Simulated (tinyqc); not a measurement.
Inside a calculation. Model: Schottky diode by the thermionic emission-diffusion theory.

tinyqc, about 0.01 s, one thread, Intel Xeon 2.30GHz (shared host): `OMP_NUM_THREADS=1 python tinyqc.py 2640030 2640031 out.jsonl` Printed values are rounded.

Metal on an n-type semiconductor with one parabolic valley; V > 0 is forward bias (metal positive). The band bends as a parabola over the depletion layer, by Vd = Vbi - V; no image force. Carriers drift and diffuse up to the interface and leave it with the velocity vR.

Inputs (values chosen for the exercise); band and dielectric values close to those of gallium arsenide:
- T = 400 K (temperature)
- me = 0.068 m0 (electron mass)
- eps_r = 12.7 (relative permittivity)
- mun = 8000 cm^2/(V s) (electron mobility)
- phi = 0.81 eV (barrier height seen from the metal)
- Nd = 3.2e15 cm^-3 (donor density)
- V = 0.19 V (bias)

Constants: q = 1.602176634e-19 C, kB = 1.380649e-23 J/K, h = 6.62607015e-34 J s, m0 = 9.1093837015e-31 kg, Vt = kB T/q, eps0 = 8.8541878128e-14 F/cm where lengths are in cm. Results are converted to the units shown.

Range of the model: vD exceeds usual saturation velocities: the low-field mobility is used at the surface field. It matters little where vD is far above vR.

## Emission velocity

A* = 4 pi q me m0 kB^2/h^3 (times 1e-4 for A/(cm^2 K^2)); Nc = 2 (2 pi me m0 kB T/h^2)^1.5 (times 1e-6 for cm^-3); Vbi = phi - Vt ln(Nc/Nd); vR = A* T^2/(q Nc).

A* = 8.17178 A/(cm^2 K^2)
Nc = 6.85083e17 cm^-3
Vbi = 0.625024 V
vR = 1.19119e7 cm/s

vR equals sqrt(kB T/(2 pi me m0)).

## Diffusion velocity

LD = sqrt(eps0 eps_r Vt/(q Nd)), a = sqrt((Vbi - V)/Vt), D(a) = exp(-a^2) int_0^a exp(s^2) ds (Dawson), vD = mun Vt/(sqrt(2) LD D(a)). For large a, vD tends to mun times the surface field sqrt(2 q Nd (Vbi - V)/(eps0 eps_r)).

LD = 86.9486 nm
a = 3.55255
D(a) = 0.147177
vD = 1.52372e8 cm/s
mun times the surface field = 1.59337e8 cm/s

vD is 4.4 % below the large-a form.

## Current density

J = q Nc [vR vD/(vR + vD)] exp(-phi/Vt) [exp(V/Vt) - 1]. The quasi-Fermi level drops by Vt ln[(vR + vD)/(vD + vR exp(-V/Vt))] over the layer.

effective velocity = 1.10482e7 cm/s
J = 0.0186352 A/cm^2
J over the pure emission value = 0.927492
drop of the quasi-Fermi level over the layer = 2.58367 meV

Emission limits the current: vD is more than five times vR.
